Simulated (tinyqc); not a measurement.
Inside a calculation. Method: Jacobi rotations on a symmetric matrix. Computed by tinyqc, a small Python program that keeps every step. Settings: method = jacobi. Command: `OMP_NUM_THREADS=1 python tinyqc.py 28132 28133 out.jsonl` (the two numbers bound the seeds that draw the settings). One thread of a shared host (Intel(R) Xeon(R) Processor @ 2.60GHz), about 0.01 s of CPU time with the checks.

## Jacobi rotation 1

A:
```
           1          2          3          4          5
1   0.039000   0.292000   0.440000  -0.059000   0.033000
2   0.292000   0.814000  -0.187000   0.225000   0.014000
3   0.440000  -0.187000   1.315000   0.010000   0.034000
4  -0.059000   0.225000   0.010000   4.710000  -0.001000
5   0.033000   0.014000   0.034000  -0.001000   4.923000
```

Take the largest off-diagonal element A_pq; tan 2 theta = 2 A_pq / (A_qq - A_pp) with |theta| <= pi/4; A' = J^T A J with J_pp = J_qq = cos, J_pq = sin, J_qp = -sin.

p, q, theta (rad): 1.000000  3.000000  0.301875

A':
```
           1          2          3          4          5
1  -0.098012   0.334393   0.000000  -0.059305   0.021399
2   0.334393   0.814000  -0.091729   0.225000   0.014000
3   0.000000  -0.091729   1.452012  -0.007994   0.042274
4  -0.059305   0.225000  -0.007994   4.710000  -0.001000
5   0.021399   0.014000   0.042274  -0.001000   4.923000
```

## Jacobi rotation 2

As before.

p, q, theta (rad): 1.000000  2.000000  0.316366

A':
```
           1          2          3          4          5
1  -0.207480   0.000000   0.028538  -0.126363   0.015982
2   0.000000   0.923467  -0.087177   0.195383   0.019963
3   0.028538  -0.087177   1.452012  -0.007994   0.042274
4  -0.126363   0.195383  -0.007994   4.710000  -0.001000
5   0.015982   0.019963   0.042274  -0.001000   4.923000
```

## Jacobi rotation 3

As before.

p, q, theta (rad): 2.000000  4.000000  0.051417

A':
```
           1          2          3          4         5
1  -0.207480   0.006494   0.028538  -0.126196  0.015982
2   0.006494   0.913412  -0.086651   0.000000  0.019988
3   0.028538  -0.086651   1.452012  -0.012463  0.042274
4  -0.126196   0.000000  -0.012463   4.720055  0.000027
5   0.015982   0.019988   0.042274   0.000027  4.923000
```

## All rotations

The off-diagonal norm falls at every rotation.

Rotations:
```
step  p  q      theta  off-diagonal norm
1     1  3   0.301875           5.95e-01
2     1  2   0.316366           3.61e-01
3     2  4   0.051417           2.32e-01
4     1  4  -0.025588           1.48e-01
5     2  3  -0.155651           8.31e-02
6     3  5   0.011181           6.26e-02
7     1  3   0.015916           4.99e-02
8     2  5   0.006536           3.33e-02
9     1  5   0.003183           2.40e-02
10    3  4  -0.003990           1.55e-02
11    1  2   0.009617           3.25e-03
12    2  4  -0.000576           9.28e-04
13    4  5  -0.002705           5.24e-04
14    3  5   0.000074           3.78e-04
15    1  4   0.000047           1.94e-04
16    2  3  -0.000235           4.77e-05
17    2  5   0.000008           2.52e-06
18    1  3   7.68e-07           1.74e-06
19    1  5  -1.85e-07           1.11e-06
20    3  4   2.36e-07           2.28e-07
21    1  2   1.19e-07           1.30e-07
22    2  4   2.39e-08           1.12e-08
23    3  5  -2.29e-09           1.92e-11
```

eigenvalues: -0.211289  0.899745  1.465550  4.723336  4.923658
